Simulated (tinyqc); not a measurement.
Zigzag graphene nanoribbon in tight binding: sweeps and comparisons. A value that a table varies takes the place of the one given here.

A zigzag ribbon of N chains, sites A1, B1, A2, ..., BN across it. For each k it is a chain with bonds -2t cos(k/2) (A_n to B_n) and -t (B_n to A_(n+1)), and +D, -D on A and B. A1 and BN are the edge sites; the Dirac points project to k = 2 pi/3.

Inputs chosen for the exercise (near those used for graphene; shifted at random, so the results belong to these values and not to a real crystal):
- t = 2.93 eV (hopping)
- D = 0 eV (sublattice potential, +D on A and -D on B)
- Nw = 14 (chains, N of this table)
- k = 1.63 (k times the period sqrt3 acc)
- N = 5 (zigzag chains)

## The flat edge band

A ribbon of N = Nw chains: lowest positive level, next level, and weight on the two edge sites per state of the middle pair, along k.

Along k:
```
k/pi,2 cos(k/2),lowest level (eV),next (eV),edge weight
0.50,1.4142,1.37026,1.7793,0.036
0.60,1.1756,0.72780,1.2319,0.066
0.65,1.0450,0.41281,1.0043,0.111
0.70,0.9080,0.15666,0.8873,0.220
0.75,0.7654,0.02881,0.9773,0.416
0.80,0.6180,0.00215,1.2584,0.618
0.85,0.4669,0.00005,1.6331,0.782
0.90,0.3129,0.00000,2.0487,0.902
0.95,0.1569,0.00000,2.4842,0.975
1.00,0.0000,0.00000,2.9300,1.000
```

What does this show, and why?

Beyond k = 2 pi/3 the lowest level sinks towards zero: it is within 1 meV of that from k/pi = 0.85 on. The edge weight grows from 0.22 at 0.70 to 1 at pi, where the chain breaks into dimers and the next level is sqrt(t^2 + D^2) = 2.9300 eV. So flat a band is sensitive to interactions, which this model leaves out; they matter once they exceed the splitting of the middle pair (2D, or for D = 0 only the small overlap of the two edges).

## Lowest level against width

D = 0; lowest positive level at the given k, and the estimate t x^N (1 - x^2), x = 2 cos(k/2) (a dash if x >= 1).

Level (eV):
```
N,matrix,estimate
2,2.813,-
3,2.261,-
4,1.952,-
5,1.756,-
6,1.624,-
8,1.457,-
10,1.359,-
14,1.253,-
```

How do the results move?

With x = 1.3717 > 1 there is no edge state: the level tends to the bulk band edge t (x - 1) = 1.0892 eV from above.

## What each parameter does

The two lowest positive levels at k and the weight on the two edge sites per state of the middle pair. Each row changes one parameter from the base and keeps the others.

Results:
```
case,lowest (eV),next (eV),edge weight
base,1.7565,3.2154,0.2409
t = 3.077 eV,1.8446,3.3767,0.2409
N = 6,1.6235,2.8304,0.1843
D = 0.1 eV,1.7593,3.2170,0.2409
k = 1.53,1.9454,3.3850,0.2281
```

How do the results move?

The largest shifts from the base row, up to three for each result and ties (the steps differ in size, so this ranks the rows, not the parameters). lowest (eV): k +0.1889, N -0.1330, t +0.0881. next (eV): N -0.3851, k +0.1696, t +0.1613. edge weight: N -0.0566, k -0.0128; unchanged at the printed digits by t and D.

Computed by tinyqc, a small Python program: `OMP_NUM_THREADS=1 python tinyqc.py 1450927 1450928 out.jsonl` (the numbers bound the seed that draws the inputs); one thread of a shared host (Intel(R) Xeon(R) Processor @ 2.30GHz), about 0.01 s for the whole set of steps.
